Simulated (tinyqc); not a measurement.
Koster-Slater impurity in a tight-binding band, by Green functions and by supercells: one step, computed by the program tinyqc.

One orbital per site, e(k) = -2 t sum cos(k_i) over 2 direction(s), band from -4 t to 4 t, lattice constant 1. One site has the extra energy U. Spin is left out.

Task: The bound state. Outside the band G0(E) = (2/(pi E)) K(m), m = 16 t^2/E^2, K the complete elliptic integral with parameter m. A bound state solves 1/U = G0(E). Bisection in ln(distance from the edge) between 1e-5 t and |U| + t. Weight on the impurity site: -1/(U^2 dG0/dE), by a central difference with step min(1e-4 t, distance/30). Decay length along an axis: 1/arccosh(1 + distance/(2 t)).

Inputs (values chosen for the exercise, for a model band): hopping t = 0.98 eV; impurity potential U = -5.2 eV.

Lattice: square.

Give: level E_b; distance from the band edge; weight on the impurity site; decay length.

Result:

level E_b = -5.9611 eV

distance from the band edge = 2.0411 eV

weight on the impurity site = 0.84659

decay length = 0.74598 sites

The state is compact: most of it sits on the impurity.
